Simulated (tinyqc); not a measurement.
Bandgap voltage reference from two bipolar transistors: effect of the temperature coefficient of both resistors.

Two transistors of area 1 and N carry the same current I. Is(T) = Is (T/T0)^eta exp[(Vg0 q/kB)(1/T0 - 1/T)], VBE1 = Vt ln(I/Is(T)) + I rb, VBE2 = Vt ln(I/(N Is(T))) + I rb/N. The amplifier forces I R1(T) = VBE1 - VBE2 + Vos, with R(T) = R (1 + tc (T - T0)) for both resistors, and the output is Vref = VBE1 + I R2(T). Base currents and the Early effect are neglected.

Vt = kB T/q; I = (Vt ln N + Vos)/(R1(T) - rb (1 - 1/N)). Box coefficient: span of Vref between 233 and 398 K over its average over T and over 165 K. The last column is the R2 that gives zero slope at T0.

Inputs (values chosen for the exercise); values of the order met in silicon bipolar transistors:
- T0 = 323 K (reference temperature)
- Vg0 = 1.188 V (band-gap voltage extrapolated to 0 K)
- eta = 3.8 (temperature exponent of the saturation current)
- Is = 2e-16 A (saturation current of the unit transistor at T0)
- N = 24 (area ratio of the second transistor)
- R1 = 3.8 kohm (resistor across which the difference of VBE falls, at T0)
- Vos = 0 mV (offset of the amplifier)
- rb = 130 ohm (series resistance of the unit transistor)
- R2 = 21.43 kohm (output resistor at T0)

Constants: q = 1.602176634e-19 C, kB = 1.380649e-23 J/K. Results are converted to the units shown.

Effect of the temperature coefficient of both resistors:

| tc (ppm/K) | I at T0 (uA) | Vref at T0 (V) | slope at T0 (uV/K) | box coefficient (ppm/K) | R2 for zero slope (kohm) |
|---|---|---|---|---|---|
| -2000 | 24.07 | 1.229 | -15.24 | 8.176 | 21.63 |
| -1000 | 24.07 | 1.229 | -64.74 | 47.28 | 22.29 |
| 0 | 24.07 | 1.229 | -114.2 | 86.05 | 22.96 |
| 1000 | 24.07 | 1.229 | -163.7 | 124.4 | 23.65 |
| 2000 | 24.07 | 1.229 | -213.2 | 163.4 | 24.36 |
| 3000 | 24.07 | 1.229 | -262.7 | 204.3 | 25.08 |

What does the comparison show?

As tc goes from -2000 to 3000, Vref stays at 1.229 V and the box coefficient rises from 8.18 to 204 ppm/K.

tinyqc, about 0.02 s, one thread, Intel Xeon 2.30GHz (shared host): `OMP_NUM_THREADS=1 python tinyqc.py 2062170 2062171 out.jsonl`
